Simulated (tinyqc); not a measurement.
Against doping: dopants and charged point defects at anneal temperature: Fermi-level effect, clustering and pairing. Computed by tinyqc, a small Python program. Command: `OMP_NUM_THREADS=1 python tinyqc.py 3029684 3029685 out.jsonl pairing walk`. One thread of a shared host (Intel(R) Xeon(R) Processor @ 2.30GHz), about 0.01 s of CPU time with the checks.

Boltzmann statistics and full ionisation of active dopants. Energies are counted from the valence band; the defect (a vacancy or self-interstitial) has five charge states, with all degeneracy factors one.

Inputs (values chosen for the exercise, with bands modelled on silicon):

| quantity | value | unit |
|---|---|---|
| gap at 0 K E_g0 | 1.19 | eV |
| Varshni alpha | 0.000475 | eV/K |
| Varshni beta | 643 | K |
| electron mass m_e | 0.339 | m_0 |
| valleys M_c | 6 | - |
| hole mass m_h | 0.784 | m_0 |
| anneal temperature T | 820 | K |
| total dopant density N | 6.1e+19 | cm^-3 |
| formation enthalpy of the neutral defect H_f | 2.48 | eV |
| formation entropy S_f | 4.8 | k_B |
| site density N_s | 2.5e+22 | cm^-3 |

Dopant: donor. Second part: pairing with a mobile impurity.

defect levels as fractions of E_g(T): (2+/+), (+/0), (0/-), (-/2-): 0.14  0.23  0.64  0.64

Constants: m_0 = 9.1093837015e-31 kg; k_B = 1.380649e-23 J/K; h = 6.62607015e-34 J s; k_B = 8.617333262e-05 eV/K.

Method:
- E_g = E_g0 - alpha T^2/(T + beta).
- N_c = 2 M_c (2 pi m_e k_B T/h^2)^(3/2) and N_v = 2 (2 pi m_h k_B T/h^2)^(3/2), masses in units of m_0.
- n_i = sqrt(N_c N_v) exp(-E_g/2 k_B T); E_i = E_g/2 + (k_B T/2) ln(N_v/N_c).
- No clustering: A = N.
- n = A/2 + sqrt(A^2/4 + n_i^2) for an active density A.
- chi = n/n_i (for acceptors n_i/p); E_F = E_i + k_B T ln chi; field enhancement h = 1 + A/sqrt(A^2 + 4 n_i^2).
- C_0 = N_s exp(S_f/k_B) exp(-H_f/k_B T). Ratios to the neutral state at E_F = E_i: r_+ = exp((E(+/0) - E_i)/k_B T), r_2+ = r_+ exp((E(2+/+) - E_i)/k_B T), r_- = exp((E_i - E(0/-))/k_B T), r_2- = r_- exp((E_i - E(-/2-))/k_B T); at other E_F state q scales as chi^(-q). The enhancement is sum r_q chi^(-q)/sum r_q. The charge on the defects is left out of neutrality.
- chi = n/n_i; h = 1 + A/sqrt(A^2 + 4 n_i^2); the dopant diffusivity over its intrinsic value is D/D_i = enhancement x h x A/N, if every charge state carries the dopant equally well.

E_g = 0.971688 eV

k_B T = 0.0706621 eV

n_i = 1.06180e+17 cm^-3

E_i = 0.466972 eV

effective density of states N_b of the majority band = 1.34296e+20 cm^-3

neutral defects C_0 = 1.73899e+09 cm^-3

Charge states:

| state | ratio r | intrinsic (cm^-3) | doped (cm^-3) |
|---|---|---|---|
| 2+ | 2.94833e-04 | 5.12712e+05 | 1.55343e+00 |
| + | 3.18809e-02 | 5.54406e+07 | 9.65023e+04 |
| 0 | 1.00000e+00 | 1.73899e+09 | 1.73899e+09 |
| - | 1.11666e-01 | 1.94187e+08 | 1.11561e+11 |
| 2- | 1.24694e-02 | 2.16842e+07 | 7.15688e+12 |

Trend at the anneal temperature:

| N (cm^-3) | active A (cm^-3) | chi | defect enhancement | mean charge | D/D_i |
|---|---|---|---|---|---|
| 3.20e+15 | 3.20e+15 | 1.0152e+00 | 1.0014e+00 | -0.0925 | 1.0165e+00 |
| 1.20e+16 | 1.20e+16 | 1.0581e+00 | 1.0054e+00 | -0.0993 | 1.0621e+00 |
| 4.50e+16 | 4.50e+16 | 1.2341e+00 | 1.0229e+00 | -0.1265 | 1.2350e+00 |
| 1.70e+17 | 1.70e+17 | 2.0815e+00 | 1.1259e+00 | -0.2497 | 1.8295e+00 |
| 6.20e+17 | 6.20e+17 | 6.0057e+00 | 1.8383e+00 | -0.7361 | 3.5775e+00 |
| 2.30e+18 | 2.30e+18 | 2.1707e+01 | 8.0439e+00 | -1.5239 | 1.6054e+01 |
| 8.70e+18 | 8.70e+18 | 8.1949e+01 | 8.1199e+01 | -1.8812 | 1.6237e+02 |
| 3.30e+19 | 3.30e+19 | 3.1080e+02 | 1.0725e+03 | -1.9704 | 2.1451e+03 |
| 1.20e+20 | 1.20e+20 | 1.1302e+03 | 1.3884e+04 | -1.9920 | 2.7767e+04 |

What follows from these numbers?

Well below n_i = 1.06e17 cm^-3 chi and the enhancement are near 1. At any doping d ln(enhancement)/d ln chi equals minus the mean charge, which goes from -0.09 to -1.99 over the rows.
